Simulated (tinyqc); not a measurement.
Sp3 tight binding, zinc-blende lattice, step by step. One step of it, computed by the program tinyqc.

Problem. Bloch Hamiltonian at k. Slater-Koster rules over the four bonds with direction cosines (l, m, n): ss V_ss; s-px l V_sp; px-s -l V_sp; px-px l^2 V_pps + (1 - l^2) V_ppp; px-py l m (V_pps - V_ppp); each times exp(i k.d).

Parameters chosen for this model: zinc-blende lattice, anion at 0, cation at a/4 (1,1,1); V = eta hbar^2 / (m d^2), hbar^2/m = 7.619964 eV angstrom^2:
```
parameter          value      unit
a               5.910000  angstrom
d               2.559105  angstrom
Es anion      -12.080000        eV
Ep anion       -6.330000        eV
Es cation     -10.770000        eV
Ep cation      -5.650000        eV
eta ss         -1.320000
eta sp          1.420000
eta pp sigma    2.220000
eta pp pi      -0.630000
V ss           -1.535856        eV
V sp            1.652209        eV
V pp sigma      2.583031        eV
V pp pi        -0.733022        eV
```

k point k (2 pi / a): -0.160000  0.670000  -0.020000

Give: H(k) at k.

Solution.

H(k) at k (eV), lower triangle (Hermitian):
```
                a s           a px          a py           a pz
a s         -12.080
a px          0.000         -6.330
a py          0.000          0.000        -6.330
a pz          0.000          0.000         0.000         -6.330
c s   -2.947-0.042i  -0.101-0.470i  0.015+3.209i  -0.824-0.058i
c px   0.101+0.470i   0.714+0.010i  0.955+0.067i  -0.017-3.718i
c py  -0.015-3.209i   0.955+0.067i  0.714+0.010i   0.117+0.545i
c pz   0.824+0.058i  -0.017-3.718i  0.117+0.545i   0.714+0.010i

          c s    c px    c py    c pz
c s   -10.770
c px    0.000  -5.650
c py    0.000   0.000  -5.650
c pz    0.000   0.000   0.000  -5.650
```
